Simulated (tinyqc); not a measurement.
Pariser-Parr-Pople SCF with singles CI, for the molecule ClC1=CC=C2C=CC=C12 (SMILES; centres numbered as the heavy atoms are written), step by step. One step of it, computed by the program tinyqc.

Task: Iteration 2: Fock matrix. F_rr = H_rr + P_rr gamma_rr / 2 + sum_(s != r) P_ss gamma_rs; F_rs = H_rs - P_rs gamma_rs / 2; E = tr P (H + F) / 2 + core repulsion sum_(r<s) z_r z_s gamma_rs.

P after iteration 1:
```
,1Cl,2C,3C,4C,5C,6C,7C,8C,9C
1Cl,1.886042,0.314566,-0.102752,-0.135268,0.024012,0.191922,0.042864,-0.190585,-0.107476
2C,0.314566,0.959778,0.577886,0.087535,-0.133633,-0.362145,-0.109439,0.305575,0.550868
3C,-0.102752,0.577886,1.208521,0.683017,-0.200339,-0.060196,0.163989,-0.016044,-0.273106
4C,-0.135268,0.087535,0.683017,0.835275,0.527222,0.305698,-0.044628,-0.305316,-0.117343
5C,0.024012,-0.133633,-0.200339,0.527222,1.152212,0.526604,-0.182164,-0.175054,0.546953
6C,0.191922,-0.362145,-0.060196,0.305698,0.526604,0.783382,0.614804,0.151894,-0.098240
7C,0.042864,-0.109439,0.163989,-0.044628,-0.182164,0.614804,1.128192,0.699753,-0.200118
8C,-0.190585,0.305575,-0.016044,-0.305316,-0.175054,0.151894,0.699753,0.869587,0.465240
9C,-0.107476,0.550868,-0.273106,-0.117343,0.546953,-0.098240,-0.200118,0.465240,1.177009
```

core matrix H (eV):
```
,1Cl,2C,3C,4C,5C,6C,7C,8C,9C
1Cl,-53.397150,-1.590000,0.000000,0.000000,0.000000,0.000000,0.000000,0.000000,0.000000
2C,-1.590000,-50.597829,-2.390000,0.000000,0.000000,0.000000,0.000000,0.000000,-2.390000
3C,0.000000,-2.390000,-46.129528,-2.390000,0.000000,0.000000,0.000000,0.000000,0.000000
4C,0.000000,0.000000,-2.390000,-45.476855,-2.390000,0.000000,0.000000,0.000000,0.000000
5C,0.000000,0.000000,0.000000,-2.390000,-49.362240,-2.390000,0.000000,0.000000,-2.390000
6C,0.000000,0.000000,0.000000,0.000000,-2.390000,-44.338835,-2.390000,0.000000,0.000000
7C,0.000000,0.000000,0.000000,0.000000,0.000000,-2.390000,-43.268108,-2.390000,0.000000
8C,0.000000,0.000000,0.000000,0.000000,0.000000,0.000000,-2.390000,-45.808186,-2.390000
9C,0.000000,-2.390000,0.000000,0.000000,-2.390000,0.000000,0.000000,-2.390000,-51.190068
```

repulsion gamma_rs (eV):
```
,1Cl,2C,3C,4C,5C,6C,7C,8C,9C
1Cl,13.000000,5.554133,3.904168,2.990291,2.990297,2.424636,2.473458,3.155957,3.904211
2C,5.554133,11.130000,5.344509,4.045804,4.045821,3.005828,2.903749,3.639597,5.344255
3C,3.904168,5.344509,11.130000,5.346287,4.046733,2.903749,2.570340,2.904040,4.045534
4C,2.990291,4.045804,5.346287,11.130000,5.347337,3.639597,2.904040,3.006933,4.046275
5C,2.990297,4.045821,4.046733,5.347337,11.130000,5.344255,4.045534,4.046275,5.345691
6C,2.424636,3.005828,2.903749,3.639597,5.344255,11.130000,5.344509,4.045804,4.045821
7C,2.473458,2.903749,2.570340,2.904040,4.045534,5.344509,11.130000,5.346287,4.046733
8C,3.155957,3.639597,2.904040,3.006933,4.046275,4.045804,5.346287,11.130000,5.347337
9C,3.904211,5.344255,4.045534,4.046275,5.345691,4.045821,4.046733,5.347337,11.130000
```

Centres (angstrom, eV; a flat drawing with bonds scaled to 1.40 angstrom):
```
centre,x,y,core charge z,W,gamma_rr
1Cl,-2.291000,1.416000,2,26.000000,13.000000
2C,-1.379000,0.355000,1,11.160000,11.130000
3C,-1.701000,-1.008000,1,11.160000,11.130000
4C,-0.505000,-1.735000,1,11.160000,11.130000
5C,0.556000,-0.823000,1,11.160000,11.130000
6C,1.952000,-0.709000,1,11.160000,11.130000
7C,2.274000,0.654000,1,11.160000,11.130000
8C,1.078000,1.381000,1,11.160000,11.130000
9C,0.017000,0.469000,1,11.160000,11.130000
```

Give: F; pi energy.

Result:

F (eV):
```
,1Cl,2C,3C,4C,5C,6C,7C,8C,9C
1Cl,-13.1161,-2.4636,0.2006,0.2022,-0.0359,-0.2327,-0.0530,0.3007,0.2098
2C,-2.4636,-5.1955,-3.9343,-0.1771,0.2703,0.5443,0.1589,-0.5561,-3.8620
3C,0.2006,-3.9343,-5.3213,-4.2158,0.4054,0.0874,-0.2108,0.0233,0.5524
4C,0.2022,-0.1771,-4.2158,-5.1785,-3.7996,-0.5563,0.0648,0.4590,0.2374
5C,-0.0359,0.2703,0.4054,-3.7996,-5.5090,-3.7972,0.3685,0.3542,-3.8519
6C,-0.2327,0.5443,0.0874,-0.5563,-3.7972,-5.5046,-4.0329,-0.3073,0.1987
7C,-0.0530,0.1589,-0.2108,0.0648,0.3685,-4.0329,-5.7455,-4.2605,0.4049
8C,0.3007,-0.5561,0.0233,0.4590,0.3542,-0.3073,-4.2605,-5.3452,-3.6339
9C,0.2098,-3.8620,0.5524,0.2374,-3.8519,0.1987,0.4049,-3.6339,-5.3341
```

pi energy = -140.9170 eV
